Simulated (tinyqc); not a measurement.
Subthreshold parameters from three currents.

Question. Far below threshold and for Vds well above Vt the virtual-source current tends to I = Cinv n Vt vx0 exp((Vgs - VT0 + dl Vds + al Vt)/(n Vt)) per width, with constant n; the three currents follow this limit. Find n, dl and VT0.

Parameters, values chosen for the exercise: temperature T = 325 K; inversion capacitance Cinv = 3.96 uF/cm^2; velocity at the virtual source vx0 = 1.57e7 cm/s; threshold shift (in units of Vt) from weak to strong inversion al = 3.5.

Constants: q = 1.602176634e-19 C, kB = 1.380649e-23 J/K, Vt = kB T/q. Results are converted to the units shown.

I at (Vgs, Vds) = (-0.2, 0.3), (-0.12, 0.3) and (-0.2, 0.9) V (nA/um): [0.0035564146, 0.052644469, 0.14077547]

Answer. The first two currents differ in Vgs alone and give n; the first and third differ in Vds alone and give dl; the size of the first then gives VT0.

n = 1.060
dl = 0.1820 V/V
VT0 = 0.4800 V

Computed by the program tinyqc: `OMP_NUM_THREADS=1 python tinyqc.py 2380138 2380139 out.jsonl`, one thread of a shared Intel Xeon 2.30GHz, about 0.02 s for the whole run.
